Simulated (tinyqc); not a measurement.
## Van der Pauw, Hall and four-point-probe measurements on a doped layer: correction factor against the shape of the sample

A uniform p-type layer with sheet resistance Rs = 1/(q ns mu), point contacts, low field (mu B small).

Rs = 1/(q ns mu). For a rectangle with contacts at the corners, RA = (8 Rs/pi) sum_(k>=0) ln coth((2k + 1) pi a/(2 b)) with current along a short side b and voltage along the opposite one, RB the same with a and b exchanged. ar = a/b. F = Rs/[(pi/ln 2)(RA + RB)/2]; small-asymmetry estimate 1 - (ln 2/2) d^2 - ((ln 2)^2/4 - (ln 2)^3/12) d^4 with d = (RB - RA)/(RB + RA).

Values chosen for this exercise:
- ns = 4.6e15 cm^-2 (sheet density of the layer)
- mu = 55 cm^2/(V s) (drift mobility)

Constants: q = 1.602176634e-19 C. Results are converted to the units shown.

Correction factor against the shape of the sample:

| ar | RA (ohm) | RB (ohm) | RB/RA | F | estimate of F |
|---|---|---|---|---|---|
| 1 | 5.443 | 5.443 | 1.000 | 1.000 | 1.000 |
| 1.23 | 2.638 | 9.849 | 3.734 | 0.8718 | 0.8741 |
| 1.46 | 1.280 | 14.88 | 11.62 | 0.6738 | 0.7082 |
| 1.69 | 0.6214 | 20.23 | 32.55 | 0.5221 | 0.6213 |
| 1.91 | 0.3113 | 25.50 | 81.92 | 0.4217 | 0.5862 |
| 2.14 | 0.1511 | 31.10 | 205.8 | 0.3484 | 0.5713 |
| 2.37 | 0.07338 | 36.73 | 500.6 | 0.2958 | 0.5653 |
| 2.6 | 0.03563 | 42.39 | 1190 | 0.2566 | 0.5628 |

RB/RA rises from 1.00 to 1190 and F falls from 1.00 to 0.257. The estimate is 5.1 % above F at a/b = 1.46 and 2.19 times it in the last row. RA shrinks about as exp(-pi a/b): by a factor of 2.06 between the last two rows, against 2.06.

Computed by the program tinyqc: `OMP_NUM_THREADS=1 python tinyqc.py 2850116 2850117 out.jsonl`, one thread of a shared Intel Xeon 2.30GHz, about 0.04 s for the whole run.
